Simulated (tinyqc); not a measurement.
What moves the results: strain-driven crossing of the Gamma and L valleys in a germanium-like crystal. A value that a table varies takes the place of the one given here.

Biaxial loads: e0 is the in-plane strain e_par and the normal is free. (001): e_perp = -2 (C12/C11) e_par; exx = eyy = e_par, ezz = e_perp, no shear. (111): e_perp = -(2 C11 + 4 C12 - 4 C44)/(C11 + 2 C12 + 4 C44) e_par; exx = eyy = ezz = (2 e_par + e_perp)/3 and exy = eyz = ezx = (e_perp - e_par)/3. (110): e_perp = -(C11 + 3 C12 - 2 C44)/(C11 + C12 + 2 C44) e_par; exx = eyy = (e_par + e_perp)/2, ezz = e_par, exy = (e_perp - e_par)/2, eyz = ezx = 0. Uniaxial loads: a stress along n, scaled so that n.e.n = e0, with exx = s11 sxx + s12 (syy + szz), exy = s44 sxy/2, s11 = (C11 + C12)/((C11 - C12)(C11 + 2 C12)), s12 = -C12/((C11 - C12)(C11 + 2 C12)), s44 = 1/C44.

Edges from the unstrained valence top: Gamma at Eg + ac tr(e); an L valley with unit axis u at EgL + aL tr(e) + XuL (u.e.u - tr(e)/3), u along [111], [1-1-1], [-11-1], [-1-11]; valence edges are the levels of the 6 x 6 matrix of X, Y, Z times spin with -Dso/3 + l exx + m (eyy + ezz) on the diagonal (cyclic), n exy off it, l = av + 2 b, m = av - b, n = sqrt(3) d. Spin-orbit term (Dso/3) L.sigma on X, Y, Z with (L_k)_ij = -i epsilon_kij: <X+|H|Y+> = -i Dso/3, <X+|H|Z-> = Dso/3, <Y+|H|Z-> = -i Dso/3, <Z+|H|X-> = -Dso/3, <Z+|H|Y-> = i Dso/3, <X-|H|Y-> = i Dso/3, and their conjugates; + and - are the spin along z.

Constants: kB = 8.617333262e-05 eV/K.

Values chosen for the exercise (near those of Ge, gaps at low temperature; shifted at random, so the results belong to these values and not to a real crystal): Eg = 0.884 eV (gap at Gamma to the s-like level); EgL = 0.75 eV (gap to L); Dso = 0.284 eV (spin-orbit splitting); ac = -8.34 eV (conduction deformation potential); av = 1.26 eV (valence hydrostatic potential); b = -2.56 eV (tetragonal shear potential); d = -5.4 eV (trigonal shear potential); aL = -1.39 eV (hydrostatic potential of the L edge, Xd + Xu/3); XuL = 16.64 eV (uniaxial potential, L); C11 = 126 GPa; C12 = 48.9 GPa; C44 = 65.9 GPa; load = uniaxial [100] (kind of strain); mG = 0.0427 m0 (mass at Gamma); mL = 0.568 m0 (density-of-states mass of the four L valleys together); T = 300 K (temperature); e0 = 0.0446 (size of the strain).

## Which strain makes the gap direct

For tension the difference Gamma minus lowest L is linear in e0; slope per 1 % and the e0 at which it vanishes (a dash: no crossing below 15 %), with the gap there.

Results:

| load | slope (meV per 1 %) | crossing e0 (%) | gap at the crossing (eV) |
|---|---|---|---|
| biaxial (001) | -85.1 | 1.58 | 0.600 |
| biaxial (110) | -26.1 | 5.13 | -0.249 |
| biaxial (111) | 40.0 | - | - |
| uniaxial [100] | -30.6 | 4.37 | 0.556 |
| uniaxial [111] | -4.6 | - | - |
| uniaxial [110] | 14.8 | - | - |

What can be read from the table?

The smallest strain is needed for biaxial (001) (1.58 %), then uniaxial [100] (4.37 %). No crossing below 15 % is found for biaxial (111), uniaxial [111] and uniaxial [110]: shear splits the L valleys and pulls the lowest down nearly as fast as, or faster than, Gamma. Loads without off-diagonal strain, (001) and [100], gain (ac - aL) tr(e) = -70 meV per 1 % of volume. Crossings beyond about 3 % are sensitive to second-order terms, left out here. For uniaxial [111] the slope is a near cancellation, so terms beyond this linear model decide. A gap at or below zero marks a crossing beyond the range of this linear model.

## Sweep of a uniaxial [100] strain

The valence splitting is the distance of the top two edges. Share in Gamma = mG^(3/2)/(mG^(3/2) + (mL^(3/2)/4) sum_i exp(-(E_Li - E_Gamma)/kT)).

Results:

| e0 (%) | direct gap (eV) | indirect gap (eV) | Gamma - L (meV) | valence splitting (meV) | share in Gamma (%) |
|---|---|---|---|---|---|
| 0.00 | 0.884 | 0.750 | 134 | 0 | 0.0116 |
| 0.80 | 0.824 | 0.714 | 109 | 47 | 0.0298 |
| 1.60 | 0.764 | 0.679 | 85 | 83 | 0.0769 |
| 2.40 | 0.704 | 0.643 | 60 | 109 | 0.198 |
| 3.20 | 0.644 | 0.608 | 36 | 126 | 0.510 |
| 4.00 | 0.584 | 0.572 | 11 | 138 | 1.31 |
| 4.80 | 0.524 | 0.537 | -13 | 147 | 3.30 |
| 5.60 | 0.464 | 0.501 | -38 | 153 | 8.10 |

What can be read from the table?

Gamma drops below the lowest L valley between e0 = 4.00 and 4.80 %. The direct gap goes from 0.884 to 0.464 eV; of that change -0.183 eV comes from the rise of the valence top through the shear terms and the rest from the volume. The share in Gamma goes from 0.0116 to 8.10 %. Beyond about 3 % terms of second order in the strain, left out here, matter.

## What each parameter does

Direct gap, Gamma minus the lowest L edge and the valence splitting. Each row changes one parameter from the base and keeps the others.

Results:

| case | direct gap (eV) | Gamma - L (meV) | valence splitting (meV) |
|---|---|---|---|
| base | 0.5492 | -2.6 | 143.3 |
| Dso = 0.3266 eV | 0.5492 | -2.6 | 157.0 |
| XuL = 19.136 eV | 0.5492 | -2.6 | 143.3 |
| ac = -9.591 eV | 0.5246 | -27.2 | 143.3 |
| aL = -1.1815 eV | 0.5492 | -6.7 | 143.3 |
| C44 = 56.015 GPa | 0.5492 | -2.6 | 143.3 |
| d = -6.21 eV | 0.5492 | -2.6 | 143.3 |
| C12 = 56.235 GPa | 0.5707 | 15.3 | 144.4 |

How do the results move?

The largest shifts from the base row, up to three for each result and ties (the steps differ in size, so this ranks the rows, not the parameters). direct gap (eV): ac -0.0246, C12 +0.0215; unchanged at the printed digits by Dso, XuL, aL, C44 and d. Gamma - L (meV): ac -24.6, C12 +18.0, aL -4.1; unchanged at the printed digits by Dso, XuL, C44 and d. valence splitting (meV): Dso +13.7, C12 +1.0; unchanged at the printed digits by XuL, ac, aL, C44 and d.

Program tinyqc; command `OMP_NUM_THREADS=1 python tinyqc.py 1050897 1050898 out.jsonl`; about 0.01 s on one thread of a shared Intel(R) Xeon(R) Processor @ 2.30GHz.
